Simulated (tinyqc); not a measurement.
On-chip power grid, static voltage drop by conjugate gradients: one step of the calculation.

A grid of 4 rows and 4 columns, node k = 4 row + column. Neighbours in a row are joined by Rx, in a column by Ry; pad nodes, which reach the supply through Rp: 0, 15. Each node draws I0, node 12 draws kh I0. The drops u = Vdd - V solve G u = i, with G the conductance matrix (1/Rp added on the diagonal at pad nodes).

Question. Conjugate-gradient step. q = G p; with z = r/G_kk: a = (r.z)/(p.q); u(new) = u + a p; r(new) = r - a q; b = (r.z)(new)/(r.z); p(new) = z(new) + b p.

Inputs (values chosen for the exercise):
- Rx = 0.37 ohm (resistance of a horizontal segment)
- Ry = 0.61 ohm (resistance of a vertical segment)
- Rp = 0.21 ohm (resistance from a pad node to the supply)

u at the start (mV):

|  | col 0 | col 1 | col 2 | col 3 |
|---|---|---|---|---|
| row 0 | 0 | 0 | 0 | 0 |
| row 1 | 0 | 0 | 0 | 0 |
| row 2 | 0 | 0 | 0 | 0 |
| row 3 | 0 | 0 | 0 | 0 |

r at the start (mA):

|  | col 0 | col 1 | col 2 | col 3 |
|---|---|---|---|---|
| row 0 | 6.2 | 6.2 | 6.2 | 6.2 |
| row 1 | 6.2 | 6.2 | 6.2 | 6.2 |
| row 2 | 6.2 | 6.2 | 6.2 | 6.2 |
| row 3 | 18.6 | 6.2 | 6.2 | 6.2 |

p at the start (mV):

|  | col 0 | col 1 | col 2 | col 3 |
|---|---|---|---|---|
| row 0 | 0.68102294 | 0.88008805 | 0.88008805 | 1.4278980 |
| row 1 | 1.0365481 | 0.71394898 | 0.71394898 | 1.0365481 |
| row 2 | 1.0365481 | 0.71394898 | 0.71394898 | 1.0365481 |
| row 3 | 4.2836939 | 0.88008805 | 0.88008805 | 0.68102294 |

Give: q; a; u after iteration 1; r after iteration 1; b; p after iteration 1.

Answer.

q (mA):

|  | col 0 | col 1 | col 2 | col 3 |
|---|---|---|---|---|
| row 0 | 2.12 | 0.81 | -1.21 | 2.12 |
| row 1 | 1.45 | -1.14 | -1.14 | 0.23 |
| row 2 | -4.45 | -1.14 | -1.14 | 1.45 |
| row 3 | 14.52 | -8.93 | 0.81 | 2.12 |

a = 2.896

u after iteration 1 (mV):

|  | col 0 | col 1 | col 2 | col 3 |
|---|---|---|---|---|
| row 0 | 1.97 | 2.55 | 2.55 | 4.14 |
| row 1 | 3.00 | 2.07 | 2.07 | 3.00 |
| row 2 | 3.00 | 2.07 | 2.07 | 3.00 |
| row 3 | 12.41 | 2.55 | 2.55 | 1.97 |

r after iteration 1 (mA):

|  | col 0 | col 1 | col 2 | col 3 |
|---|---|---|---|---|
| row 0 | 0.05 | 3.85 | 9.70 | 0.05 |
| row 1 | 1.99 | 9.51 | 9.51 | 5.53 |
| row 2 | 19.09 | 9.51 | 9.51 | 1.99 |
| row 3 | -23.46 | 32.05 | 3.85 | 0.05 |

b = 2.461

p after iteration 1 (mV):

|  | col 0 | col 1 | col 2 | col 3 |
|---|---|---|---|---|
| row 0 | 1.682 | 2.713 | 3.543 | 3.527 |
| row 1 | 2.883 | 2.853 | 2.853 | 3.476 |
| row 2 | 5.743 | 2.853 | 2.853 | 2.883 |
| row 3 | 5.140 | 6.716 | 2.713 | 1.682 |

tinyqc, about 0.3 s, one thread, Intel Xeon 2.30GHz (shared host): `OMP_NUM_THREADS=1 python tinyqc.py 2770220 2770221 out.jsonl`
